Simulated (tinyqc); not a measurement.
# Donor or exciton in a quantum well (variational effective-mass method), step by step

A worked calculation. Computed by tinyqc, a small Python program that keeps every step. Command: `OMP_NUM_THREADS=1 python tinyqc.py 3004826 3004827 out.jsonl welldonor walk`. One thread of a shared host (Intel(R) Xeon(R) Processor @ 2.30GHz), about 0.05 s of CPU time with the checks. Intermediate numbers are printed to about 6 digits and carried at full precision; extremes and crossings named in words are read from the listed rows.

Electron and hole in their lowest subbands f(z) = cos(pi z/L); relative in-plane motion exp(-rho/lambda) (separable trial function), H = -nabla_rho^2 - 2/sqrt(rho^2 + (z_e - z_h)^2) in effective units. Mass and screening are the same in well and barrier; l = L/a* is the width in effective units. Bands are flat: no polarisation or applied field.

Inputs (values chosen for the exercise, for a model semiconductor):

| quantity | value | unit |
|---|---|---|
| electron mass m | 0.0231 | m_0 |
| dielectric constant eps | 18.3 | - |
| well width L | 89 | nm |
| trial radius lambda | 1.4 | a* |
| in-plane hole mass m_h | 0.171 | m_0 |

Centre: exciton. Barriers: infinite.

Constants: Ry = 13.605693123 eV; a_0 = 0.529177210903 angstrom; hbar^2/(2 m_0) = 3.80998212 eV angstrom^2.

## Effective units

mu = m m_h/(m + m_h) takes the place of m; Ry* = Ry m/eps^2, a* = a_0 eps/m; l = L/a*.

mass used = 0.0203509 m_0

Ry* = 0.826801 meV

a* = 47.5850 nm

l = 1.87034

## Binding at the trial radius

k = pi/l; f = cos(k z) inside and zero outside. Binding E_b(lambda) = -1/lambda^2 + (8/lambda^2) int_0^l P(z) g(z) dz, with P(z) = (2/l) [(1 - z/l)(1 + cos(2 pi z/l)/2) + (3/(4 pi)) sin(2 pi z/l)] the distribution of |z_e - z_h| and g(z) = int_z^infinity exp(-2 sqrt(r^2 - z^2)/lambda) dr = int_0^infinity exp(-2 rho/lambda) rho/sqrt(rho^2 + z^2) d rho; 40 Gauss-Legendre points in z and 40 in t with rho = lambda t/(1 - t).

int P dz = 1

int P g dz = 0.497317 a*

E_b(lambda) = 1.51966 Ry*

## Best radius

Golden-section search for the maximum over lambda from 0.3 to 4, 40 steps.

best lambda = 1.06834 a*

binding in Ry* = 1.59611

binding energy = 1.31966 meV

radius lambda a* = 50.8369 nm

Confinement changes the binding by a factor 1.596 against the bulk value (limits: 4 in two dimensions, 1 inside a wide well, which this separable form does not reach).

## Binding against well width

Each row maximises over lambda (golden section, 0.3 to 4).

Against width:

| L (nm) | lambda (a*) | binding (Ry*) | binding (meV) |
|---|---|---|---|
| 7.1 | 0.59174 | 3.33646 | 2.75859 |
| 13.0 | 0.64847 | 3.00163 | 2.48175 |
| 27.0 | 0.75525 | 2.49680 | 2.06435 |
| 49.0 | 0.88526 | 2.04297 | 1.68913 |
| 89.0 | 1.06834 | 1.59611 | 1.31966 |
| 160.0 | 1.31725 | 1.20022 | 0.99234 |
| 280.0 | 1.63970 | 0.88237 | 0.72954 |

The binding is largest in the narrowest well, 3.336 Ry* at 7.1 nm, on the way to 4. In the widest well it is 0.882 Ry*; below the bulk value, a fault of the separable form. In the narrow rows the confinement energy passes real barrier heights: infinite walls and a parabolic band fail, and with real barriers the binding peaks and falls.

Checks made by the program: the two-dimensional limit, 4 Ry* (relative difference 3e-03); normalisation of P(z) (relative difference below 1e-10).
